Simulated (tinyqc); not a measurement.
Changing the interaction slope b: liquidus of a compound AB in a simple-solution melt, liquid-phase epitaxy and vapour pressures. Computed by tinyqc, a small Python program. Command: `OMP_NUM_THREADS=1 python tinyqc.py 3016339 3016340 out.jsonl liq35 sweep`. One thread of a shared host (Intel(R) Xeon(R) Processor @ 2.30GHz), about 0.02 s of CPU time with the checks.

x is the atom fraction of B in the melt. The melt is a simple solution: R T ln gamma_B = W (1 - x)^2, R T ln gamma_A = W x^2, W = a + b T. The solid AB is stoichiometric.

Inputs (values chosen for the exercise, for a model compound): melting point T_F = 1270 K; entropy of fusion S_F = 60.4 J/(mol K); interaction a = 15 kJ/mol; saturation temperature T = 758 K; heat of evaporation of A = 244 kJ/mol; entropy of evaporation of A = 105 J/(mol K); heat of evaporation of B as (1/2) B2 = 91.4 kJ/mol; entropy of evaporation of B as (1/2) B2 = 66 J/(mol K).

Constants: R = 8.314462618 J/(mol K).

Method:
- Liquidus (Vieland): f(x) = R T ln[4 x (1 - x)] + 2 W (1/2 - x)^2 + S_F (T_F - T) = 0.
- Newton steps with f' = (1 - 2x)[R T/(x (1 - x)) - 2 W], from the dilute estimate x = (1/4) exp[-(S_F (T_F - T) + W/2)/(R T)]; stop below 1e-13; f under 1e-6 shown as 0.
- Over the A-rich liquidus: p_A = gamma_A (1 - x) exp(S_A/R - H_A/(R T)), p_B2 = [gamma_B x exp(S_B/R - H_B/(R T))]^2, in bar. Free evaporation is congruent while the A flux over this liquidus is at least the B flux; with A and B2 taken as equal in mass for the estimate, T_c solves p_A = 2 p_B2.

One run for each value:
```
interaction slope b (J/(mol K))  solubility x  W (kJ/mol)  congruent temperature T_c (K)  log10 p_B2
-59.7                                0.017578    -30.2526                         993.70     -13.236
-53.3                                0.012699    -25.4014                         952.15     -12.907
-46.9                                0.008988    -20.5502                         904.02     -12.576
-40.5                                0.006267    -15.6990                         851.48     -12.244
-34.1                                0.004326    -10.8478                         799.12     -11.912
-27.7                                0.002967     -5.9966                         750.58     -11.579
-21.3                                0.002027     -1.1454                         706.91     -11.245
-14.9                                0.001382      3.7058                         667.86     -10.911
```

Describe the trends.

Over the rows, solubility x falls from 0.0176 to 0.00138; W (kJ/mol) rises from -30.3 to 3.71; congruent temperature T_c (K) falls from 994 to 668.

Extremes, crossings and ranges named in words are read from the listed rows.
